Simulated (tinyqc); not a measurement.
One-dimensional ballistic tunnel FET, two-band WKB: one step of the calculation.

A p-type source for x < 0 with its Fermi level at 0 and its valence edge at ds; in the channel the bands fall as D exp(-x/lam) towards their flat values, with the conduction edge at Ec = ds - dP and D = dP + Eg. The gate moves dP one to one. The drain Fermi level lies at -Vd and the drain side reflects nothing. For w = E - Ec between 0 and dP an electron crosses the gap. Two-band dispersion with equal masses m: inside the gap kappa = sqrt(m u (1 - u/Eg)/C), u the distance from a band edge, C = hbar^2/(2 m0).

Task. The path through the gap by the midpoint rule. At w = w0 the path runs from xa = lam ln(D/(w + Eg)) to xb = lam ln(D/w); u(x) = w + Eg - D exp(-x/lam) is the height above the valence edge. Cut it into nc equal cells: S = 2 (cell width) times the sum of kappa at the centres.

Values chosen for this exercise; band and dielectric values close to those of indium phosphide:
- Eg = 1.33 eV (band gap)
- m = 0.097 m0 (band-edge mass of the two-band model)
- lam = 5.4 nm (screening length of the source junction)
- dP = 0.1 eV (tunnelling window Ev(source) - Ec(channel))
- w0 = 0.078 eV (energy above the channel conduction edge)
- nc = 9 (cells of the path)

Constants: q = 1.602176634e-19 C, hbar = 1.054571817e-34 J s, m0 = 9.1093837015e-31 kg, hbar^2/(2 m0) = 0.0380998212 eV nm^2. Results are converted to the units shown.

Find: xa; xb; x; u; kappa; S.

Result.

xa = 0.083723 nm
xb = 15.707 nm
x, cell 0 to 8 (nm): [0.952, 2.688, 4.424, 6.159, 7.895, 9.631, 11.367, 13.103, 14.839]
u, cell 0 to 8 (eV): [0.2091, 0.5387, 0.7777, 0.9510, 1.0766, 1.1677, 1.2338, 1.2817, 1.3164]
kappa, cell 0 to 8 (1/nm): [0.66977, 0.90331, 0.90677, 0.83066, 0.72265, 0.60230, 0.47673, 0.34435, 0.18513]
S = 19.587

Computed by the program tinyqc: `OMP_NUM_THREADS=1 python tinyqc.py 2620004 2620005 out.jsonl`, one thread of a shared Intel Xeon 2.30GHz, about 0.01 s for the whole run.
